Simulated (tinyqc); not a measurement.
Van der Pauw, Hall and four-point-probe measurements on a doped layer: one step of the calculation.

A uniform n-type layer with sheet resistance Rs = 1/(q ns mu), point contacts, low field (mu B small).

Question. New z. The van der Pauw equation exp(-pi RA z) + exp(-pi RB z) = 1 is solved for z = 1/Rs: e1 = exp(-pi RA z), e2 = exp(-pi RB z), f = e1 + e2 - 1, f' = -pi (RA e1 + RB e2), z(new) = z - f/f'.

z after iteration 1 = 0.082465985 mS
RA = 213.95608 ohm
RB = 8268.9546 ohm

Give: e1; e2; f; f'; z after iteration 2.

Answer.

e1 = 0.9461
e2 = 0.1174
f = 0.06347
f' = -3.685 kohm
z after iteration 2 = 0.09969 mS

Program tinyqc, `OMP_NUM_THREADS=1 python tinyqc.py 2850189 2850190 out.jsonl`; Intel Xeon 2.30GHz, shared host, one thread, about 0.01 s.
